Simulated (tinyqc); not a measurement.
Parabolic quantum dot in a magnetic field (Fock-Darwin): sweeps and comparisons. A value that a table varies takes the place of the one given here.

Two dimensions, V = m w0^2 r^2/2, one valley. hbar wc = 2 muB B/m, W = sqrt(w0^2 + wc^2/4), E(n, l, s) = (2n + |l| + 1) hbar W - l hbar wc/2 + s gs muB B, n = 0, 1, ..., l = 0, +/-1, ..., s = +/-1/2; length lam = sqrt(2c/(m hbar W)), c = hbar^2/2m0.

Two electrons, first order in the Coulomb energy: the singlet (0,0)^2 has 2W + J0 and the lowest triplet (0,0)(0,1) has 3W - wc/2 + J0/2 - Ez, with J0 = sqrt(pi/2) q/(eps lam), q = e^2/(4 pi eps0), Ez = |gs| muB B.

Exact treatment: the centre of mass separates with energy W, and the relative motion obeys [-(2c/m) Laplacian + (2c/m) r^2/(2 lam^2)^2 + q/(eps r)] psi = e_l psi for angular number l, solved in 14 Gaussians r^l exp(-a r^2), a = 1.7^i/(4 lam^2), i = -3 to 10. E(S) = W + e_0, E(T) = W + e_1 - wc/2 - Ez.

Constants: muB = 5.788381798e-05 eV/T; hbar^2/2m0 = 3.80998211 eV angstrom^2; e^2/(4 pi eps0) = 14.39964547 eV angstrom.

Parameters, chosen for this exercise (near those of a gate-defined dot in InGaAs; the results hold for these values, not for the real material):

| symbol | value | unit | meaning |
|---|---|---|---|
| m | 0.0452 | m0 | mass |
| gs | -3.21 |  | g factor |
| w0 | 7.8 | meV | confinement energy hbar w0 |
| Bs | (0, 0.76, 1.5, 2.4, 3.7, 5.5, 7.9) | T | fields |
| eps | 14 |  | dielectric constant |
| B | 1.02 | T | magnetic field |

## Levels against field

Six orbital levels without the Zeeman term.

Levels (meV):

| B (T) | (0,0) | (0,1) | (0,-1) | (0,2) | (1,0) | (0,3) |
|---|---|---|---|---|---|---|
| 0 | 7.800 | 15.600 | 15.600 | 23.400 | 23.400 | 31.200 |
| 0.76 | 7.860 | 14.748 | 16.694 | 21.635 | 23.581 | 28.522 |
| 1.5 | 8.033 | 14.145 | 17.987 | 20.257 | 24.099 | 26.369 |
| 2.4 | 8.384 | 13.694 | 19.841 | 19.004 | 25.151 | 24.314 |
| 3.7 | 9.126 | 13.515 | 22.991 | 17.903 | 27.379 | 22.291 |
| 5.5 | 10.509 | 13.976 | 28.062 | 17.442 | 31.528 | 20.908 |
| 7.9 | 12.775 | 15.432 | 35.666 | 18.090 | 38.324 | 20.748 |

(0,2) crosses (0,-1) where W = 3 wc/2, that is wc = w0/sqrt(2), B = 2.15 T, and (0,3) crosses it at W = wc, B = 3.52 T. States with n = 0 and l >= 0 draw together into the lowest Landau level: their spacing W - wc/2 shrinks from 7.80 to 2.66 meV, while (0,-1) climbs to 22.89 meV above (0,0).

## Singlet against triplet in a field

For each field, first order and exact.

Energies (meV):

| B (T) | J0 | W - wc/2 | Ez | E(T) - E(S), first order | exact |
|---|---|---|---|---|---|
| 0 | 8.768 | 7.800 | 0.000 | 3.416 | 4.86 |
| 0.76 | 8.802 | 6.887 | 0.141 | 2.345 | 3.79 |
| 1.5 | 8.898 | 6.112 | 0.279 | 1.384 | 2.84 |
| 2.4 | 9.091 | 5.310 | 0.446 | 0.319 | 1.78 |
| 3.7 | 9.485 | 4.388 | 0.687 | -1.042 | 0.44 |
| 5.5 | 10.178 | 3.466 | 1.022 | -2.645 | -1.14 |
| 7.9 | 11.221 | 2.658 | 1.468 | -4.421 | -2.88 |

Exactly, the triplet drops below the singlet between 3.7 and 5.5 T. First order puts the crossing between 2.4 and 3.7 T; with J0/W = 1.12 at zero field it misses the splitting there by 1.45 meV. From the first row to the last the orbital cost falls by 5.14 meV, the Coulomb gain J0/2 (half direct, half exchange) grows by 1.23 meV and the Zeeman gain by 1.47 meV. States of higher angular number, which take over at higher fields, in soft dots already within such a table, are left out.

## What each parameter does

The two modes W +/- wc/2, lam and the exact E(T) - E(S), with q = e^2/(4 pi eps0) and Ez = |gs| muB B. Each row changes one parameter from the base and keeps the others.

Results:

| case | upper mode (meV) | lower mode (meV) | lam (angstrom) | E(T) - E(S) (meV) |
|---|---|---|---|---|
| base | 9.215 | 6.602 | 146.0 | 3.45 |
| B = 1.53 T | 10.002 | 6.083 | 144.8 | 2.80 |
| w0 = 6.24 meV | 7.681 | 5.069 | 162.6 | 2.32 |
| m = 0.052 m0 | 9.018 | 6.747 | 136.3 | 3.46 |
| gs = -4.81 | 9.215 | 6.602 | 146.0 | 3.35 |
| eps = 11.9 | 9.215 | 6.602 | 146.0 | 3.13 |

The largest shifts from the base row, up to three for each result and ties (the steps differ in size, so this ranks the rows, not the parameters). upper mode (meV): w0 -1.533, B +0.787, m -0.197; unchanged at the printed digits by gs and eps. lower mode (meV): w0 -1.533, B -0.519, m +0.144; unchanged at the printed digits by gs and eps. lam (angstrom): w0 +16.6, m -9.7, B -1.2; unchanged at the printed digits by gs and eps. E(T) - E(S) (meV): w0 -1.13, B -0.65, eps -0.32.

Program tinyqc; command `OMP_NUM_THREADS=1 python tinyqc.py 1250043 1250044 out.jsonl`; about 0.07 s on one thread of a shared Intel(R) Xeon(R) Processor @ 2.30GHz.
